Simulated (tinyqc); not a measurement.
# Inputs raised by 2 %, one at a time

Model: thermodynamics of metal silicides: hull, first phase, silicon consumed, nucleation and stability against SiO2. Computed by tinyqc, a small Python program. Command: `OMP_NUM_THREADS=1 python tinyqc.py 3003546 3003547 out.jsonl silphase sens`. One thread of a shared host (Intel(R) Xeon(R) Processor @ 2.30GHz), about 0.01 s of CPU time with the checks.

Entropies of formation of the solids are neglected, so heats stand for free energies. Si fractions: M2Si 0.3333, MSi 0.5000, MSi2 0.6667.

Inputs (values chosen for the exercise, of the order of those of cobalt silicides for heats and volumes only):

| quantity | value | unit |
|---|---|---|
| heat of formation of M2Si | -38.1 | kJ/mol atoms |
| heat of formation of MSi | -48 | kJ/mol atoms |
| heat of formation of MSi2 | -32.8 | kJ/mol atoms |
| molar volume of M | 6.67 | cm^3/mol |
| molar volume of Si | 12.06 | cm^3/mol |
| Si fraction x_e at the lowest liquidus | 0.35 | - |
| metal thickness t | 17 | nm |
| change of interface energy gamma | 0.22 | J/m^2 |
| temperature T | 1100 | K |

Phases: M2Si, MSi, MSi2.

volumes of the three phases per mole of M (cm^3/mol): 9.65  13  23.7

resistivities of the three phases (microohm cm): 68  18  19

Constants: e = 1.602176634e-19 C; k_B = 8.617333262e-05 eV/K.

Method:
- Effective heat of formation: at the interface the mixture has the Si fraction x_e; the limiting element scales the heat, H_eff = H x_e/x if x_e < x, H (1 - x_e)/(1 - x) otherwise. The rule names the most negative as the first phase; its restriction to congruently melting phases is left out here.
- Per phase M_a Si_b, for ample silicon (not limited to t_Si): silicide thickness = t V/V_M; silicon consumed = t (b/a) V_Si/V_M; net volume change = V/(V_M + (b/a) V_Si) - 1; the top surface lies (silicide thickness - silicon consumed) above the old interface; sheet resistance = resistivity/thickness.
- Where free silicon remains, MSi + Si -> MSi2 gains dH = 3 H(MSi2) - 2 H(MSi) per mole of M; per volume dG = |dH|/V(MSi2); r* = 2 gamma/dG, W* = 16 pi gamma^3/(3 dG^2). For comparison the same with MSi forming from the elements, 2 |H(MSi)|/V(MSi).

Runs:

| input moved | from | to | most negative H_eff (kJ/mol atoms) | silicon consumed by MSi (nm) | sheet resistance of MSi (ohm) | critical radius (nm) |
|---|---|---|---|---|---|---|
| base run | - | - | -37.14750 | 30.74 | 5.433 | 4.345 |
| heat of formation of M2Si (kJ/mol atoms) | -38.1 | -38.862 | -37.89045 | 30.74 | 5.433 | 4.345 |
| heat of formation of MSi2 (kJ/mol atoms) | -32.8 | -33.456 | -37.14750 | 30.74 | 5.433 | 2.387 |
| Si fraction x_e at the lowest liquidus | 0.35 | 0.357 | -36.74745 | 30.74 | 5.433 | 4.345 |
| metal thickness t (nm) | 17 | 17.34 | -37.14750 | 31.35 | 5.326 | 4.345 |
| change of interface energy gamma (J/m^2) | 0.22 | 0.2244 | -37.14750 | 30.74 | 5.433 | 4.432 |
| molar volume of M (cm^3/mol) | 6.67 | 6.8034 | -37.14750 | 30.13 | 5.541 | 4.345 |

Exponents ln(y'/y) / ln(x'/x):

| input | most negative H_eff | silicon consumed by MSi | sheet resistance of MSi | critical radius |
|---|---|---|---|---|
| heat of formation of M2Si | 1.000 | 0 | 0 | 0.00 |
| heat of formation of MSi2 | 0.000 | 0 | 0 | -30.24 |
| Si fraction x_e at the lowest liquidus | -0.547 | 0 | 0 | 0.00 |
| metal thickness t | 0.000 | 1 | -1 | 0.00 |
| change of interface energy gamma | 0.000 | 0 | 0 | 1.00 |
| molar volume of M | 0.000 | -1 | 1 | 0.00 |

Which inputs matter most for each result?

Among the inputs moved here: most negative H_eff answers most in size to heat of formation of M2Si (exponent +1.000), next to Si fraction x_e at the lowest liquidus (-0.547); its exponent is below 0.0005 for heat of formation of MSi2, metal thickness t, change of interface energy gamma, molar volume of M. silicon consumed by MSi answers most in size to metal thickness t (exponent +1.000), and about equally to molar volume of M (-1.000); its exponent is below 0.0005 for heat of formation of M2Si, heat of formation of MSi2, Si fraction x_e at the lowest liquidus, change of interface energy gamma. Sheet resistance of MSi answers most in size to metal thickness t (exponent -1.000), and about equally to molar volume of M (+1.000); its exponent is below 0.0005 for heat of formation of M2Si, heat of formation of MSi2, Si fraction x_e at the lowest liquidus, change of interface energy gamma. Its exponent -1.000 in metal thickness t: resistivity over thickness. Critical radius answers most in size to heat of formation of MSi2 (exponent -30.240), next to change of interface energy gamma (+1.000); its exponent is below 0.0005 for heat of formation of M2Si, Si fraction x_e at the lowest liquidus, metal thickness t, molar volume of M.

Extremes, crossings and ranges named in words are read from the listed rows.
